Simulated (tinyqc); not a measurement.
# Inductance and parasitic capacitance from two readings

Question. A loss-free coil L in parallel with C shows the apparent inductance L/(1 - w^2 L C), w = 2 pi f. Find L, C and the self-resonance 1/(2 pi sqrt(L C)).

apparent inductance at 9.7 and 16 GHz (nH): 0.76844899  1.3895546

Solution. The inverse of the reading is 1/L - w^2 C, a straight line in w^2.

L = 0.6100 nH
C = 91.00 fF
self-resonance = 21.36 GHz

tinyqc, about 0.01 s, one thread, Intel Xeon 2.30GHz (shared host): `OMP_NUM_THREADS=1 python tinyqc.py 2302058 2302059 out.jsonl`
